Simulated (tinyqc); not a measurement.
Transfer curve: field-effect mobility of a thin-film transistor with band-tail and deep states (multiple trapping). Computed by tinyqc, a small Python program. Command: `OMP_NUM_THREADS=1 python tinyqc.py 3024754 3024755 out.jsonl tft walk`. One thread of a shared host (Intel(R) Xeon(R) Processor @ 2.30GHz), about 0.05 s of CPU time with the checks.

A thick film in accumulation at small drain voltage. Only free electrons move; trapped ones still screen the gate. N_c and mu_0 are held fixed when T changes, leaving out the T^(3/2) growth of N_c. x = E_0 - psi is the distance of the Fermi level below the band edge.

Inputs (values chosen for the exercise, modelled on polycrystalline silicon):
```
quantity                                     value         unit
permittivity eps                              11.7            -
effective density of states N_c            2.7e+19       1/cm^3
band mobility mu_0                             140   cm^2/(V s)
tail density at the edge g_t               2.3e+20  1/(eV cm^3)
tail width E_t                                  53          meV
flat-band Fermi level below the edge, E_0     0.43           eV
equivalent oxide thickness t                    23           nm
temperature T                                  250            K
```

Deep states: none.

Constants: k_B = 8.617333262e-05 eV/K; e = 1.602176634e-19 C; eps_0 = 8.8541878128e-12 F/m.

Method:
- F_j(eta) = int_0^infinity x^j/(1 + exp(x - eta)) dx, without a gamma-function factor.
- Integrals over x = E/(k_B T) use 160 Gauss-Legendre points in u = sqrt(x) from 0 to sqrt(max(eta, 0) + 32).
- Free n(x) = N_c (2/sqrt(pi)) F_1/2(-x/k_B T), with F_1/2 from its two-term series in exp(-x/k_B T) for x >= 12 k_B T; tail n_t(x) = int_0^1.2eV g_t exp(-E/E_t)/(1 + exp((x - E)/k_B T)) dE, E counted down from the edge, 120 Gauss-Legendre points; space charge rho(psi) = n + n_t less its value at psi = 0.
- Poisson: F(psi) = sqrt((2 e/(eps eps_0)) int_0^psi rho dpsi'); V_G - V_FB = psi_s + eps F(psi_s) t/3.9; free sheet density N_f = int (n - n(E_0))/F dpsi; induced sheet density N_i = eps eps_0 F(psi_s)/e; trapezoid rule on 301 even points in psi, the first interval left out of N_f.
- mu_eff = mu_0 N_f/N_i; field-effect mobility mu_FE = mu_0 e (dN_f/dV_G)/C_ox and swing S = dV_G/dlog10(N_f), by a central difference of +/- 2 mV in psi_s; C_ox = 3.9 eps_0/t.

Against the band bending:
```
psi_s (V)  V_G - V_FB (V)  N_f (1/cm^2)  mu_eff (cm^2/(V s))  mu_FE (cm^2/(V s))  S (mV/decade)
0.15               0.3734    5.5840e+07           3.7347e-02          7.9274e-02          242.5
0.21               0.6358    4.5118e+08           1.5832e-01          4.4853e-01          346.3
0.27               1.0449    3.9297e+09           7.5760e-01          2.4842e+00          544.7
0.31               1.4570    1.6916e+10           2.2033e+00          7.5289e+00          773.6
0.34               1.8846    5.0551e+10           4.8896e+00          1.6648e+01         1045.5
0.38               2.7215    2.1350e+11           1.3623e+01          4.2667e+01         1722.7
0.41               3.7068    5.9868e+11           2.7130e+01          7.2905e+01         2826.3
0.44               5.2321    1.5062e+12           4.6957e+01          1.0139e+02         5110.8
0.47               7.4823    3.1859e+12           6.7876e+01          1.1876e+02         9227.4
```

The steepest swing among the rows is 243 mV/decade. mu_eff climbs from 0.037 to 68, 48 % of mu_0 in the last row. Between rows 6 and 7 N_f scales as (V_G - V_FB - psi_s)^3.01; an exponential tail holding all the charge would give the larger of 1 and 2 E_t/k_B T - 1, here 3.92, and free charge alone 1.
